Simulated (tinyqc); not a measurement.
Electron mobility in a silicon inversion layer, empirical terms and Matthiessen rule: effect of the temperature.

Inversion layer of sheet density Ns on a uniformly doped body. The mobility terms are empirical power laws with prefactors chosen for the exercise; adding their inverses (Matthiessen) is itself an approximation.

Nc and Nv are given at 293 K and scale as (T/293 K)^1.5; Eg is fixed. ni = sqrt(Nc Nv) exp(-Eg/(2 Vt)), Eg in volts; Ndep = sqrt(2 eps0 eps_r Nb (2 Vt ln(Nb/ni) + Vsb)/q); E = q (Ndep + eta Ns)/(eps0 eps_r), in MV/cm. With t = T/(300 K): muC = Ac (Ns/1e12 cm^-2) t/(Nb/1e17 cm^-3 + Nit/1e11 cm^-2), muP = Ap E^(-1/3) t^(-1.75), muS = As E^(-gs); 1/mu is the sum of the inverses.

Values chosen for this exercise; material values close to those of silicon:
```
symbol    value        unit                                                         meaning
Eg         1.12          eV                                                        band gap
eps_r      11.5                                  relative permittivity of the semiconductor
Nc      2.69e19       cm^-3  conduction-band density of states at the reference temperature
Nv      2.59e19       cm^-3     valence-band density of states at the reference temperature
Nb       1.4e17       cm^-3                                                     body doping
Vsb           0           V                                               reverse body bias
eta         0.5                       weight of the inversion charge in the effective field
Ap          382  cm^2/(V s)                    phonon-limited mobility at 1 MV/cm and 300 K
As         1160  cm^2/(V s)                           roughness-limited mobility at 1 MV/cm
gs            2                                              exponent of the roughness term
Ac         2600  cm^2/(V s)                                               Coulomb prefactor
Nit      2.6e10       cm^-2                                         charge at the interface
Ns       6.4e11       cm^-2                                               inversion density
```

Constants: q = 1.602176634e-19 C, kB = 1.380649e-23 J/K, Vt = kB T/q, eps0 = 8.8541878128e-14 F/cm where lengths are in cm. Results are converted to the units shown.

Results:

| T (K) | E (MV/cm) | muC (cm^2/(V s)) | muP (cm^2/(V s)) | muS (cm^2/(V s)) | mu (cm^2/(V s)) |
|---|---|---|---|---|---|
| 120 | 0.2643 | 401.0 | 2958 | 1.660e4 | 345.8 |
| 160 | 0.2603 | 534.6 | 1797 | 1.712e4 | 402.4 |
| 200 | 0.2559 | 668.3 | 1223 | 1.771e4 | 421.9 |
| 250 | 0.2500 | 835.3 | 834.3 | 1.856e4 | 408.2 |
| 300 | 0.2436 | 1002 | 611.7 | 1.955e4 | 372.6 |
| 350 | 0.2367 | 1169 | 471.6 | 2.071e4 | 330.7 |
| 450 | 0.2214 | 1504 | 310.6 | 2.367e4 | 254.7 |

Estimate the missing row, T = 400 K.

Computed row:

| T (K) | E (MV/cm) | muC (cm^2/(V s)) | muP (cm^2/(V s)) | muS (cm^2/(V s)) | mu (cm^2/(V s)) |
|---|---|---|---|---|---|
| 400 | 0.2293 | 1337 | 377.3 | 2.207e4 | 290.3 |

With this row back in the table: As T goes from 120 to 450 K, E falls from 0.264 to 0.221 MV/cm and mu goes from 346 through a maximum of 422 (at T = 200 K among the rows listed) to 255 cm^2/(V s). The smallest term is the Coulomb one in the first row and the phonon one in the last. Coulomb scattering weakens and phonon scattering grows with T, hence the maximum. For T = 120 to 160 K dopant freeze-out and degenerate screening, left out here, matter.

Computed by the program tinyqc: `OMP_NUM_THREADS=1 python tinyqc.py 2510154 2510155 out.jsonl`, one thread of a shared Intel Xeon 2.30GHz, about 0.01 s for the whole run.
